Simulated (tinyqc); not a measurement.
## Series resistance and length offset from two lengths at two overdrives

Problem. In strong inversion R W = Rsd + k(x)(L - dL), k(x) = (1 + th1 x)/(mu0 Cox x), x the overdrive, Cox = eps0 eox/tox, with Rsd and dL independent of x. Find dL, Rsd, mu0 and th1.

Inputs (values chosen for the exercise): relative permittivity of the gate insulator (close to silicon nitride) eox = 7.59; insulator thickness tox = 11 nm.

Constants: eps0 = 8.8541878128e-14 F/cm where lengths are in cm. Results are converted to the units shown.

total resistance times width (ohm um):

|  | L = 0.08 um | L = 0.95 um |
|---|---|---|
| overdrive 0.44 V | 2672.42320 | 29944.8993 |
| overdrive 1.28 V | 1435.50451 | 14548.5167 |

Solution. At each overdrive R W is a straight line in L; the two lines cross at L = dL, R W = Rsd. Their slopes give k x = (1 + th1 x)/(mu0 Cox), a straight line in x.

dL = 0.004000 um
Rsd = 290.0 ohm um
mu0 = 150.0 cm^2/(V s)
th1 = 0.6000 1/V

Numbers from tinyqc (`OMP_NUM_THREADS=1 python tinyqc.py 2210108 2210109 out.jsonl`; about 0.01 s on one thread of a shared Intel Xeon 2.30GHz).
